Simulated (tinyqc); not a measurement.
Thinning the film: dielectric confinement in a thin film (image charges).

A film |z| < t/2 of dielectric constant eps between half-spaces of dielectric constant e2; lam = (eps - e2)/(eps + e2), q = e^2/(4 pi eps0). The self-energy of a band edge is taken with the high-frequency value, e2 = eh, and the field of a fixed ion with the static one, e2 = eo. A charge at z has images lam^|n| at n t + (-1)^n z. Its self-energy is S(z) = (q/2 eps) sum over n >= 1 of lam^n [1/(n t - 2z) + 1/(n t + 2z)] for odd n and 2 lam^n/(n t) for even n; at the centre S(0) = -(q/(eps t)) ln(1 - lam).

Donor at the centre, lam from the static eo, trial function cos(pi z/t) exp(-rho/l): E(l) = c/(m l^2) - (q/eps) times the integral over k of F(k t) (1 + (k l/2)^2)^(-3/2), with F(x) = F0 + 2 lam exp(-x) G/(1 - lam exp(-x)), F0 = 2[(1 - exp(-x/2))/x + x (1 + exp(-x/2))/(x^2 + 4 pi^2)], G = 2 sinh(x/2)[1/x - x/(x^2 + 4 pi^2)]; c = hbar^2/2m0. The binding energy is -E at the minimum, counted from the subband edge with its self-energy.

Constants: e^2/(4 pi eps0) = 14.39964547 eV angstrom; hbar^2/2m0 = 3.80998211 eV angstrom^2; Ry = 13.60569312 eV.

Parameters, chosen for this exercise (near those of a Si (100) film, two-fold valleys, between layers of SiO2; the results hold for these values, not for the real material):

| symbol | value | unit | meaning |
|---|---|---|---|
| eps | 11.7 |  | dielectric constant of the film |
| eh | 2.1 |  | high-frequency dielectric constant outside |
| eo | 4 |  | static dielectric constant outside |
| m | 0.195 | m0 | mass in the plane |
| mz | 0.917 | m0 | mass across the film |
| ts | (10, 15, 22, 32, 48, 70, 100) | angstrom | thicknesses |

<S> is the mean over (2/t) cos^2(pi z/t); confinement c (pi/t)^2/mz; donor binding with and without images.

Results:

| t (angstrom) | <S> (meV) | confinement (meV) | binding, no images (meV) | binding (meV) | l (angstrom) |
|---|---|---|---|---|---|
| 10 | 165.4 | 410.1 | 60.3 | 168.0 | 15.4 |
| 15 | 110.3 | 182.3 | 55.3 | 136.0 | 17.6 |
| 22 | 75.2 | 84.7 | 50.1 | 110.1 | 20.1 |
| 32 | 51.7 | 40.0 | 44.7 | 88.8 | 23.0 |
| 48 | 34.5 | 17.8 | 38.6 | 69.8 | 26.7 |
| 70 | 23.6 | 8.4 | 33.1 | 55.3 | 30.7 |
| 100 | 16.5 | 4.1 | 28.1 | 44.1 | 35.3 |

Between 100 and 10 angstrom the binding goes from 44.1 to 168.0 meV; quantum confinement alone would take it from 28.1 to 60.3, so the images supply +16.0 and +107.7 meV. |<S>| goes as 1/t and exceeds the confinement energy beyond 25 angstrom. For t well above a* = 32 angstrom the separable trial function underbinds, which affects the last rows. Hard-wall energies above 300 meV (up to t = 10 angstrom) overstate the confinement: walls are finite and valleys non-parabolic.

(tinyqc, `OMP_NUM_THREADS=1 python tinyqc.py 1282270 1282271 out.jsonl`, Intel(R) Xeon(R) Processor @ 2.30GHz, 1 thread, shared host, about 0.06 s.)
